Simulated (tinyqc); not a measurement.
# Worked calculation: punch-through p+-n junction, ionisation integral and breakdown

Numbers from tinyqc (`OMP_NUM_THREADS=1 python tinyqc.py 2120116 2120117 out.jsonl`; about 0.1 s on one thread of a shared Intel Xeon 2.30GHz). Printed values are rounded.

A p+ layer at x < 0 and an n drift layer from x = 0 to L on an n+ substrate. Depletion approximation, built-in voltage neglected. Local ionisation coefficients alpha_n = an exp(-(bn/E)^mx), alpha_p = ap exp(-(bp/E)^mx). Electrons move towards +x, holes towards x = 0.

Values chosen for this exercise; material values close to those of 4H silicon carbide:
```
symbol   value   unit                                           meaning
eps_r     9.63                                    relative permittivity
an      1.77e8   1/cm  prefactor of the electron ionisation coefficient
bn      3.47e7   V/cm                      field constant for electrons
ap       3.5e8   1/cm      prefactor of the hole ionisation coefficient
bp      2.38e7   V/cm                          field constant for holes
mx           1                                                 exponent
N       5.4e15  cm^-3                  donor density of the drift layer
L           16     um                      thickness of the drift layer
V         2330      V                                   reverse voltage
fr           1         share of the depleted width that the grid covers
```

Constants: q = 1.602176634e-19 C, eps0 = 8.8541878128e-14 F/cm where lengths are in cm. Results are converted to the units shown.

## Field and ionisation coefficients on a grid

W = sqrt(2 eps0 eps_r V/(q N)), peak field E0 = q N W/(eps0 eps_r), falling linearly to 0 at W; if W > L the layer is punched through: W = L, E0 = V/L + q N L/(2 eps0 eps_r), falling linearly to E1 = V/L - q N L/(2 eps0 eps_r). Grid: 10 equal steps from 0 to fr W.

W = 16 um

```
point,x (um),E (kV/cm),alpha_n (1/cm),alpha_p (1/cm)
0,0.00000,2267.994,40.11686,9697.167
1,1.60000,2105.645,12.33143,4317.773
2,3.20000,1943.296,3.112430,1679.435
3,4.80000,1780.948,0.6111891,549.9194
4,6.40000,1618.599,0.08658442,143.9358
5,8.00000,1456.250,0.007933461,27.94103
6,9.60000,1293.901,3.990348e-4,3.594691
7,11.20000,1131.552,8.510787e-6,0.2567613
8,12.80000,969.2036,5.001554e-8,0.007575763
9,14.40000,806.8547,3.719520e-11,5.414683e-5
10,16.00000,644.5059,7.339943e-16,3.211099e-8
```

## Ionisation integrals by the trapezoid rule

G(x) = integral from 0 to x of (alpha_n - alpha_p); I_n = integral of alpha_n exp(-G) (electrons injected at x = 0), I_p = integral of alpha_p exp(G(end) - G) (holes injected at the far edge); M = 1/(1 - I). All integrals by the trapezoid rule on the grid.

```
point,G,alpha_n exp(-G) (1/cm)
0,0.000000,40.11686
1,-1.116999,37.68080
2,-1.595541,15.34737
3,-1.773591,3.60111
4,-1.829044,0.53924
5,-1.842786,0.05009
6,-1.845308,0.00253
7,-1.845617,0.00005
8,-1.845638,0.00000
9,-1.845638,0.00000
10,-1.845638,0.00000
```

I_n = 0.01236474
I_p = 0.7747384
M_n = 1.012520
M_p = 4.439283

A grid of 1500 steps over the whole width gives I_n = 0.01211 and I_p = 0.8282; the coarse I_n is 2.1 % above and the coarse I_p 6.5 % below those values. Holes multiply more: on this coarse grid M - 1 is 275 times as large for them.

## Breakdown voltage by secant steps

G(x) = integral from 0 to x of (alpha_n - alpha_p); I_n = integral of alpha_n exp(-G) (electrons injected at x = 0), I_p = integral of alpha_p exp(G(end) - G) (holes injected at the far edge); M = 1/(1 - I). Secant steps on ln I_n(V) = 0 with the integrals on a fine grid (1500 steps), from the points V = 2270 and 2550 V; stop when the step is below 1e-7 of V.

Course of the iteration:
```
step,V (V),I_n,change of V (V)
1,2550,0.09708073,257
2,2806.559,4.908549,-104
3,2702.516,0.7614444,15.2
4,2717.732,0.9739120,1.63
5,2719.367,1.000504,-0.0306
6,2719.336,0.9999991,5.51e-5
```

Breakdown at 2719.3 V, with a peak field of 2511 kV/cm and W = 16.00 um. The integral for holes reaches 1 at the same voltage.
